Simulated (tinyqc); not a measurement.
# Free and trapped electrons in a MOS channel with a dense trap tail: two studies

p-type body, charge-sheet picture, full ionisation (an idealisation for deep acceptors), Boltzmann statistics for free electrons. e = Ec - EF at the surface. Acceptor-like traps of density D(E) = D0 + De exp(-E/Ew) at depth E below Ec, from 0 to Eu, hold n_t = integral of D(E)/(1 + exp((e - E)/Vt)). psi = Eg - Vt ln(Nv/Na) - e; N_dep = sqrt(2 eps0 eps_r Na (psi - Vt)/q); n_f = sqrt(N_dep^2 + 2 eps0 eps_r Vt Nc exp(-e/Vt)/q) - N_dep; Vg = Vfb + psi + q (N_dep + n_t + n_f)/Cox, Cox = eps0 eox/tox.

Parameters, values chosen for the exercise; band and dielectric values close to those of 4H silicon carbide:
- T = 300 K (temperature)
- Eg = 3.2 eV (band gap)
- eps_r = 9.79 (relative permittivity)
- Nc = 1.7e19 cm^-3 (conduction-band density of states at T)
- Nv = 2.48e19 cm^-3 (valence-band density of states at T)
- eox = 3.9 (relative permittivity of the insulator)
- tox = 60 nm (insulator thickness)
- Na = 2.1e16 cm^-3 (acceptor density)
- Vfb = -1.98 V (flat-band voltage without trapped charge)
- D0 = 8.4e10 cm^-2 eV^-1 (constant background density of acceptor-like traps)
- De = 3.6e12 cm^-2 eV^-1 (density of the tail at the conduction edge)
- Ew = 0.07 eV (decay energy of the tail)
- Eu = 0.96 eV (depth below Ec down to which the traps reach)
- mf = 110 cm^2/(V s) (mobility of free electrons)

Constants: q = 1.602176634e-19 C, kB = 1.380649e-23 J/K, Vt = kB T/q, eps0 = 8.8541878128e-14 F/cm where lengths are in cm. Results are converted to the units shown.

Each table varies one quantity; the others keep the values above.

## Free and trapped charge against gate voltage

Free share n_f/(n_f + n_t); swing ln 10 n_f/(dn_f/dVg); field-effect mobility mf q (dn_f/dVg)/Cox, for a constant mf; oxide field q (N_dep + n_t + n_f)/(eps0 eox).

Results:

| Vg (V) | e (eV) | n_f (cm^-2) | n_t (cm^-2) | free share (%) | swing (mV/decade) | field-effect mobility (cm^2/(V s)) | oxide field (MV/cm) |
|---|---|---|---|---|---|---|---|
| 2.9 | 0.4043 | 5.014e5 | 4.767e10 | 0.001052 | 100.9 | 0.003506 | 0.3779 |
| 4 | 0.08204 | 1.144e11 | 1.663e11 | 40.74 | 1045 | 77.16 | 0.5075 |
| 5.1 | 0.04310 | 4.336e11 | 2.229e11 | 66.05 | 3199 | 95.57 | 0.6843 |
| 6.2 | 0.02351 | 7.880e11 | 2.539e11 | 75.63 | 5499 | 101.0 | 0.8644 |
| 7.3 | 0.009914 | 1.156e12 | 2.738e11 | 80.85 | 7853 | 103.8 | 1.045 |
| 8.4 | -6.489e-4 | 1.533e12 | 2.874e11 | 84.21 | 1.024e4 | 105.5 | 1.227 |
| 9.5 | -0.009334 | 1.914e12 | 2.971e11 | 86.56 | 1.266e4 | 106.6 | 1.409 |
| 11.7 | -0.02317 | 2.685e12 | 3.093e11 | 89.67 | 1.754e4 | 107.9 | 1.773 |

Estimate the missing row, Vg = 10.6 V.

Computed row:

| Vg (V) | e (eV) | n_f (cm^-2) | n_t (cm^-2) | free share (%) | swing (mV/decade) | field-effect mobility (cm^2/(V s)) | oxide field (MV/cm) |
|---|---|---|---|---|---|---|---|
| 10.6 | -0.01673 | 2.298e12 | 3.041e11 | 88.32 | 1.509e4 | 107.4 | 1.591 |

With this row back in the table: n_f reaches 1e11 cm^-2 at Vg = 3.94 V, against 3.49 V without traps. The free share rises from 0.00105 to 89.7 % and the field-effect mobility rises from 0.00351 to 108 cm^2/(V s), although mf = 110 is constant: in the last row 98.1 % of Cox dVg goes into free electrons. The swing in the first row is 101 mV a decade (Vt ln 10 = 59.5). For Vg = 5.1, 6.2, 7.3, 8.4, 9.5, 10.6, 11.7 EF lies less than 2 Vt below the band edge, or above it, where degeneracy and confinement, left out, matter.

## Effect of the density of the tail at the conduction edge

VT is the Vg for n_f = 1e11 cm^-2; swing ln 10 n_f/(dn_f/dVg) at n_f = 1e8 cm^-2; the last three columns are for Vg = VT + 4.8 V, with free share n_f/(n_f + n_t) and field-effect mobility mf q (dn_f/dVg)/Cox; there EF is near the band edge, where Boltzmann statistics are rough.

Effect of the density of the tail at the conduction edge:

| De (cm^-2 eV^-1) | e at VT (eV) | VT (V) | q n_t/Cox at VT (V) | swing (mV/decade) | n_f (cm^-2) | free share (%) | field-effect mobility (cm^2/(V s)) |
|---|---|---|---|---|---|---|---|
| 1e12 | 0.08574 | 3.764 | 0.2726 | 103.1 | 1.738e12 | 92.61 | 108.0 |
| 2e12 | 0.08574 | 3.833 | 0.3410 | 107.8 | 1.704e12 | 89.61 | 107.2 |
| 5e12 | 0.08574 | 4.038 | 0.5460 | 121.8 | 1.605e12 | 81.21 | 104.7 |
| 1e13 | 0.08574 | 4.380 | 0.8879 | 145.1 | 1.450e12 | 69.03 | 99.92 |
| 2e13 | 0.08574 | 5.063 | 1.571 | 191.7 | 1.182e12 | 50.28 | 88.39 |
| 4e13 | 0.08574 | 6.431 | 2.939 | 284.8 | 8.042e11 | 28.23 | 63.74 |
| 9e13 | 0.08574 | 9.849 | 6.357 | 517.7 | 4.128e11 | 10.10 | 28.22 |
| 2e14 | 0.08574 | 17.37 | 13.88 | 1030 | 2.231e11 | 3.282 | 9.921 |

Read the table: what changes, and by how much?

As De goes from 1e12 to 2e14, VT rises from 3.76 to 17.4 V, its part due to traps rises from 0.273 to 13.9 V, the swing rises from 103 to 1030 mV/decade and the field-effect mobility falls from 108 to 9.92 cm^2/(V s).

Numbers from tinyqc (`OMP_NUM_THREADS=1 python tinyqc.py 2222225 2222226 out.jsonl`; about 0.02 s on one thread of a shared Intel Xeon 2.30GHz).
